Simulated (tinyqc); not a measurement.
G0W0 on RHF in the cc-pvdz basis, for He, spin multiplicity 1, step by step. One step of it, computed by the program tinyqc.

Task: G0W0 on Hartree-Fock: HOMO. W(p,q,m) = sqrt2 sum_ia (pq|ia) (X+Y)_ia,m; Sigma_c(x) = sum_(i,m) W^2/(x - e_i + w_m) + sum_(a,m) W^2/(x - e_a - w_m); solve x = e_p + Sigma_c(x) by Newton steps; Z = 1/(1 - dSigma/dx); 1 hartree = 27.211386 eV.

orbital energies (hartree): [-0.914148, 1.397442, 2.524372, 2.524372, 2.524372]

Two-electron integrals over orbitals (pq|rs), unique and non-zero (hartree):
```
(11|11) 1.026865    (21|11) -0.316447   (21|21) 0.227505    (22|11) 0.857592
(22|21) -0.255195   (22|22) 0.765495    (31|31) 0.183149    (32|31) -0.025386
(32|32) 0.028529    (33|11) 0.961262    (33|21) -0.230485   (33|22) 0.774953
(33|33) 1.040531    (41|41) 0.183149    (42|41) -0.025386   (42|42) 0.028529
(43|43) 0.063706    (44|11) 0.961262    (44|21) -0.230485   (44|22) 0.774953
(44|33) 0.913119    (44|44) 1.040531    (51|51) 0.183149    (52|51) -0.025386
(52|52) 0.028529    (53|53) 0.063706    (54|54) 0.063706    (55|11) 0.961262
(55|21) -0.230485   (55|22) 0.774953    (55|33) 0.913119    (55|44) 0.913119
(55|55) 1.040531
```

excitation energies w (hartree): [2.728927, 3.787145, 3.787145, 3.787145]

X + Y, order 1>2, 1>3, 1>4, 1>5:
```
[[0.920364, 0.000000, 0.000000, 0.000000],
 [0.000000, 0.952862, 0.000000, 0.000000],
 [0.000000, 0.000000, 0.952862, 0.000000],
 [0.000000, 0.000000, 0.000000, 0.952862]]
```

Give: The 12 largest terms at x = e_p; Newton steps; quasiparticle energy of the HOMO; Hartree-Fock value.

Result:

The 12 largest terms at x = e_p (hartree; W for the signs of X + Y given):
```
q  m        W     term
1  1  -0.4119   0.0622
2  1   0.2961  -0.0174
3  2   0.2468  -0.0084
4  3   0.2468  -0.0084
5  4   0.2468  -0.0084
```

Newton steps (hartree):
```
step        x  Sigma_c(x)       Z
0     -0.9141      0.0195  0.9711
1     -0.8952      0.0189  0.9714
2     -0.8952      0.0189  0.9714
```

quasiparticle energy of the HOMO = -24.3604 eV

Hartree-Fock value = -24.8752 eV
